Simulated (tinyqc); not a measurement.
From results to parameters: two-site tight-binding chain. Computed by the program tinyqc.

Problem. A two-site chain has site energies +delta (A) and -delta (B) and hoppings t1 > t2 > 0, so E = +/- sqrt(delta^2 + |t1 + t2 exp(-ika)|^2). Find delta, t1 and t2.

upper band at k = 0 = 3.721357 eV
upper band at the zone edge = 1.586474 eV
weight of the upper band on site A at the zone edge = 0.931775

Solution. The weight on A is (1 + delta/E)/2, which gives delta; then t1 + t2 = sqrt(E(0)^2 - delta^2) and t1 - t2 = sqrt(E(edge)^2 - delta^2).

delta, t1, t2 (eV): 1.370  2.130  1.330
